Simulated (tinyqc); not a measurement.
Smearing for a one-band metal on the bcc lattice: one step. Occupations and energies. Two cases, with inputs chosen for the exercise.

Task: Converge mu, then list x, f and s of each level and form the sums.

With x = (E_k - mu)/sigma: Fermi-Dirac f = 1/(1 + exp(x)), s = -f ln f - (1 - f) ln(1 - f). With weights w = points/N^d (d the dimension), mu solves 2 sum w f = ne; E = 2 sum w f E_k, S = 2 sum w s, F = E - sigma S.

Give: mu; x, f and s of each level; E; S; F; (E + F)/2.

Case 1.

Values chosen: ne = 1.6 (electrons per cell); sigma = 0.315 eV (width).

Distinct levels:
```
E_k (eV)   points
-8.940000       1
-4.380000      12
-0.180000       6
0.180000       30
0.540000        2
4.020000       12
7.860000        1
```

Result:

mu = 2.7525 eV

x, f and s of each level:
```
E_k (eV)       x       f       s
-8.9400   -37.12  1.0000  0.0000
-4.3800   -22.64  1.0000  0.0000
-0.1800    -9.31  0.9999  0.0009
0.1800     -8.17  0.9997  0.0026
0.5400     -7.02  0.9991  0.0071
4.0200      4.02  0.0176  0.0884
7.8600     16.21  0.0000  0.0000
```

E = -1.7267 eV
S = 0.0362
F = -1.7381 eV
(E + F)/2 = -1.7324 eV

Levels with f between 0.001 and 0.999: 1. (E + F)/2 removes the term in sigma^2 for this scheme. That argument needs a smooth density of states, and the number of distinct levels within 2 sigma of mu is only 0, so it may fail on this mesh.

Case 2.

Values chosen: ne = 1.53 (electrons per cell); sigma = 0.126 eV (width).

Distinct levels:
```
E_k (eV)   points
-4.200000       1
-3.220000      12
-2.100000       6
-1.750000      24
-1.260000      12
-1.050000       8
-0.700000      12
-0.280000      54
0.140000       24
0.210000        8
1.260000       12
2.030000       24
2.940000        6
4.340000       12
5.880000        1
```

Result:

mu = 1.1830 eV

x, f and s of each level:
```
E_k (eV)       x       f       s
-4.2000   -42.72  1.0000  0.0000
-3.2200   -34.94  1.0000  0.0000
-2.1000   -26.06  1.0000  0.0000
-1.7500   -23.28  1.0000  0.0000
-1.2600   -19.39  1.0000  0.0000
-1.0500   -17.72  1.0000  0.0000
-0.7000   -14.94  1.0000  0.0000
-0.2800   -11.61  1.0000  0.0001
0.1400     -8.28  0.9997  0.0024
0.2100     -7.72  0.9996  0.0039
1.2600      0.61  0.3518  0.6485
2.0300      6.72  0.0012  0.0093
2.9400     13.94  0.0000  0.0000
4.3400     25.06  0.0000  0.0000
5.8800     37.28  0.0000  0.0000
```

E = -1.2413 eV
S = 0.0750
F = -1.2508 eV
(E + F)/2 = -1.2461 eV

Levels with f between 0.001 and 0.999: 2. (E + F)/2 removes the term in sigma^2 for this scheme. That argument needs a smooth density of states, and the number of distinct levels within 2 sigma of mu is only 1, so it may fail on this mesh.

Computed by tinyqc, one run a case: `OMP_NUM_THREADS=1 python tinyqc.py N N+1 out.jsonl` with N = 1651695, 1652796; one thread of a shared Intel(R) Xeon(R) Processor @ 2.30GHz, about 0.3 s a run at most.
